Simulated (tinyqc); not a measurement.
# Abrupt p-n junction, non-linear Poisson equation by Newton steps: what changes with what

One dimension, p side on the left, n side on the right; net doping C = -Na for x < 0 and +Nd for x > 0. The potential psi is counted from the intrinsic level, and the quasi-Fermi potentials are flat: 0 for holes and -V for electrons, so n = ni exp((psi + V)/Vt) and p = ni exp(-psi/Vt) (Boltzmann statistics, full ionisation, no current).

Values chosen for this exercise; band and dielectric values close to those of silicon: temperature T = 300 K; band gap Eg = 1.14 eV; relative permittivity eps_r = 11.7; conduction-band density of states at T Nc = 2.77e19 cm^-3; valence-band density of states at T Nv = 2.62e19 cm^-3; acceptor density of the p side Na = 6e15 cm^-3; donor density of the n side Nd = 4e15 cm^-3; bias of the p side against the n side V = 0 V.

Constants: q = 1.602176634e-19 C, kB = 1.380649e-23 J/K, Vt = kB T/q, eps0 = 8.8541878128e-14 F/cm where lengths are in cm. Results are converted to the units shown.

Each table varies one quantity; the others keep the values above.

## Capacitance and field against bias

The Poisson equation d/dx(eps0 eps_r dpsi/dx) = -q (p - n + C) is solved on a mesh of more than 1000 nodes that ends in neutral material (psi_p = -Vt ln(Na/ni), psi_n = Vt ln(Nd/ni) - V). C_j = q d/dV of the integral of p over x, from the linearised equation. ni = sqrt(Nc Nv) exp(-Eg/(2 Vt)), Eg in volts. Depletion approximation: Vbi = Vt ln(Na Nd/ni^2), W = sqrt(2 eps0 eps_r (Vbi - V)(1/Na + 1/Nd)/q), xp = W Nd/(Na + Nd), xn = W Na/(Na + Nd), peak field 2 (Vbi - V)/W, capacitance eps0 eps_r/W. The last column applies it to an abrupt Na-Nd junction.

Result of one run:

| V (V) | peak \|E\| (kV/cm) | C_j (nF/cm^2) | 1/C_j^2 (cm^4/uF^2) | eps0 eps_r/C_j (nm) | abrupt depletion C (nF/cm^2) |
|---|---|---|---|---|---|
| -3.75 | 57.11 | 6.733 | 2.206e4 | 1539 | 6.694 |

What becomes of these results when the bias of the p side against the n side V is changed from -3.75 to -3 V, all else the same?

Result of the changed run:

| V (V) | peak \|E\| (kV/cm) | C_j (nF/cm^2) | 1/C_j^2 (cm^4/uF^2) | eps0 eps_r/C_j (nm) | abrupt depletion C (nF/cm^2) |
|---|---|---|---|---|---|
| -3 | 52.00 | 7.394 | 1.829e4 | 1401 | 7.342 |

The whole series:

| V (V) | peak \|E\| (kV/cm) | C_j (nF/cm^2) | 1/C_j^2 (cm^4/uF^2) | eps0 eps_r/C_j (nm) | abrupt depletion C (nF/cm^2) |
|---|---|---|---|---|---|
| 0 | 21.85 | 17.60 | 3228 | 588.6 | 16.93 |
| -0.75 | 32.16 | 11.96 | 6994 | 866.4 | 11.74 |
| -1.5 | 39.89 | 9.641 | 1.076e4 | 1075 | 9.526 |
| -2.25 | 46.34 | 8.297 | 1.453e4 | 1249 | 8.224 |
| -3 | 52.00 | 7.394 | 1.829e4 | 1401 | 7.342 |
| -3.75 | 57.11 | 6.733 | 2.206e4 | 1539 | 6.694 |
| -4.5 | 61.79 | 6.223 | 2.582e4 | 1665 | 6.192 |
| -5.25 | 66.14 | 5.814 | 2.959e4 | 1782 | 5.788 |
| -6 | 70.23 | 5.476 | 3.335e4 | 1892 | 5.454 |

With V going from 0 to -6 V, C_j falls from 17.6 to 5.48 nF/cm^2 and the peak field rises from 21.8 to 70.2 kV/cm. The slope of 1/C_j^2, read as N = 2/(q eps0 eps_r |slope|), gives 2.40e15 cm^-3 between the first two rows and 2.40e15 cm^-3 between the last two, against Na Nd/(Na + Nd) = 2.40e15 cm^-3; the slopes of all rows agree within 0.01 %, as for uniform doping at both edges. At the end C_j goes as (Vbi - V)^(-0.50) with Vbi = 0.695 V, and it is 0.39 % above the abrupt depletion formula (at the first row 3.9 % above it).

## Effect of the band gap

Exact first integral for an abrupt junction with thick neutral sides: psi_p = -Vt ln(Na/ni), psi_n = Vt ln(Nd/ni) - V, psi_j = (Nd psi_n + Na psi_p - Vt (Nd - Na))/(Na + Nd) at the junction, n_j = ni exp((psi_j + V)/Vt), p_j = ni exp(-psi_j/Vt), and E_j^2 = (2 q/(eps0 eps_r)) [Nd (psi_n - psi_j - Vt) + Vt (n_j + p_j)] (minority densities of the neutral sides neglected).

The same in every row: share of W on the n side (%) = 60.00.

Effect of the band gap:

| Eg (eV) | ni (cm^-3) | Vbi (V) | W (nm) | peak field, depletion (kV/cm) | peak field, exact (kV/cm) |
|---|---|---|---|---|---|
| 1.09 | 1.883e10 | 0.6447 | 589.4 | 21.88 | 20.98 |
| 1.47 | 1.210e7 | 1.025 | 743.1 | 27.58 | 26.88 |
| 1.86 | 6413 | 1.415 | 873.1 | 32.41 | 31.81 |
| 2.24 | 4.123 | 1.795 | 983.4 | 36.50 | 35.97 |
| 2.63 | 0.002185 | 2.185 | 1085 | 40.27 | 39.79 |
| 3.01 | 1.404e-6 | 2.565 | 1176 | 43.63 | 43.19 |
| 3.4 | 7.441e-10 | 2.955 | 1262 | 46.83 | 46.42 |

Read the table: what changes, and by how much?

ni falls from 1.88e10 to 7.44e-10 cm^-3, and Vbi follows the gap one to one, staying 0.445 V below it (Vt ln(Nc Nv/(Na Nd))). W rises from 589 to 1260 nm and the exact peak field rises from 21.0 to 46.4 kV/cm. W goes as the square root of Vbi - V, the exact field as (Vbi - V)^(0.52) on average. The depletion field is 4.3 % above the exact one in the first row and 0.89 % above it in the last.

tinyqc, about 0.01 s, one thread, Intel Xeon 2.30GHz (shared host): `OMP_NUM_THREADS=1 python tinyqc.py 2000076 2000077 out.jsonl`
